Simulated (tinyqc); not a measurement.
Convergence with cell size: Koster-Slater impurity in a tight-binding band, by Green functions and by supercells. Computed by tinyqc, a small Python program. Command: `OMP_NUM_THREADS=1 python tinyqc.py 3011725 3011726 out.jsonl kosterslater walk`. One thread of a shared host (Intel(R) Xeon(R) Processor @ 2.30GHz), about 0.05 s of CPU time with the checks.

One orbital per site, e(k) = -2 t sum cos(k_i) over 3 direction(s), band from -6 t to 6 t, lattice constant 1. One site has the extra energy U. Spin is left out.

Inputs (values chosen for the exercise, for a model band): hopping t = 1.9 eV; impurity potential U = -16.2 eV.

Lattice: simple cubic.

Method:
- Outside the band G0(E) = (1/pi) int_0^pi dk (2/(pi z)) K(16 t^2/z^2), z = E + 2 t cos k, K the complete elliptic integral with parameter m; 200 Gauss-Legendre points.
- A bound state solves 1/U = G0(E).
- Bisection in ln(distance from the edge) between 1e-5 t and |U| + t. Weight on the impurity site: -1/(U^2 dG0/dE), by a central difference with step min(1e-4 t, distance/30). Decay length along an axis: 1/arccosh(1 + distance/(2 t)).
- In a periodic cell of N sites along each direction with Bloch vector K, the level solves 1/U = N^-d sum_k 1/(E - e(k)), k_i = (2 pi m_i + K_i)/N, m_i = 0..N-1; the outermost root on the side of U is taken (bisection). d is the number of directions. Gamma means K_i = 0, the zone corner K_i = pi, the quarter point K_i = pi/2.
- Even N; errors against the isolated level E_b, set to 0 below 1e-6 t.

level E_b = -17.5983 eV

decay length = 0.616402 sites

Error of the level (eV):
```
N,sites,Gamma,corner,quarter point
2,8,-1.3908e+00,1.3983e+00,2.7669e-02
4,64,-2.9282e-02,2.7669e-02,1.9326e-05
6,216,-7.0095e-04,6.9008e-04,0
8,512,-1.9395e-05,1.9326e-05,0
10,1000,0,0,0
12,1728,0,0,0
```

What follows from these numbers?

The error at Gamma falls exponentially, between the last two resolved rows by exp(-1.794) per site against 1/(decay length) = 1.622; the rest is the power-law prefactor of the Green function. Gamma and the corner err in opposite directions. Among the sizes listed an error below 1 meV is first reached at N = 6 at Gamma; at the quarter point N = 4 is enough.

Extremes, crossings and ranges named in words are read from the listed rows.
